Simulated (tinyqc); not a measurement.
Which input was changed? Model: Debye-Callaway model of lattice thermal conductivity. Computed by tinyqc, a small Python program. Command: `OMP_NUM_THREADS=1 python tinyqc.py 3019478 3019479 out.jsonl callaway which`. One thread of a shared host (Intel(R) Xeon(R) Processor @ 2.30GHz), about 0.2 s of CPU time with the checks.

Three acoustic branches with one velocity v, cut at omega_D = k_B Theta/hbar; x = hbar omega/(k_B T). v and Theta are separate inputs: Theta cuts off the heat-carrying modes, so C need not reach 3 k_B/V. gamma is an effective value that sets the umklapp rate. Heat flows along the wire.

Inputs (values chosen for the exercise, for a model crystal):

| quantity | value | unit |
|---|---|---|
| sound velocity v | 4610 | m/s |
| Debye temperature Theta | 330 | K |
| volume per atom V | 20 | angstrom^3 |
| mean atomic mass M | 103 | u |
| effective Grueneisen parameter gamma | 1.76 | - |
| umklapp exponent divisor b | 2.5 | - |
| vacancy fraction n_v | 3.9e-05 | - |
| wire diameter D | 0.95 | micrometre |
| specularity p | 0.8 | - |
| temperature T | 150 | K |

Sample: wire. Point defects: vacancies. Normal processes: left out.

Constants: k_B = 1.380649e-23 J/K; hbar = 1.054571817e-34 J s; u = 1.6605390666e-27 kg.

Method:
- A vacancy counts as a mass defect Delta M/M = -3 (the missing mass and twice its bonds), so Gamma = 9 n_v. A = V Gamma/(4 pi v^3).
- Rates: point defects A omega^4; umklapp B omega^2 T exp(-Theta/(b T)) with B = hbar gamma^2/(M v^2 Theta). Boundaries: v/Lambda_B with Lambda_B = D (1 + p)/(1 - p).
- kappa_1 = c int tau_C g dx, g = x^4 e^x/(e^x - 1)^2, c = (k_B/(2 pi^2 v)) (k_B T/hbar)^3, over 0 < x < min(Theta/T, 40), by 96 Gauss-Legendre points in s with x = x_max s^2; tau_C = tau_R, the inverse of the summed rates, and kappa = kappa_1.
- Heat capacity C = 3 c int g dx / v^2; grey free path 3 kappa/(C v); the median free path v tau_C halves kappa_1 when the quadrature points are ordered by free path (each counted at half its weight, interpolated in the logarithm); likewise at 10 % and 90 %.

Task: One of these inputs alone was changed, within the range given: sound velocity v (2305 to 9220); volume per atom V (10 to 40); wire diameter D (0.475 to 1.9); temperature T (75 to 300). Which one, and to what value?

Results:

| run | grey free path (nm) | median free path (nm) | heat capacity C (J/(m^3 K)) |
|---|---|---|---|
| before | 322.7024 | 487.1643 | 457324.1 |
| after | 318.3054 | 488.7936 | 457324.1 |

Result:

Each candidate set to reproduce grey free path, and what it then gives:

| candidate | range searched | value needed | median free path (nm) | heat capacity C (J/(m^3 K)) |
|---|---|---|---|---|
| sound velocity v (m/s) | 2305 to 9220 | 4587 | 481.65 | 4.6415e+05 |
| volume per atom V (angstrom^3) | 10 to 40 | 21.90 | 488.79 | 4.5732e+05 |
| wire diameter D (micrometre) | 0.475 to 1.9 | 0.8522 | 475.45 | 4.5732e+05 |
| temperature T (K) | 75 to 300 | 151.3 | 479.44 | 4.5908e+05 |

Only volume per atom V fits every result: it went from 20 to 21.9 angstrom^3. The next best candidate, sound velocity v, misses one result by 1.5 %.
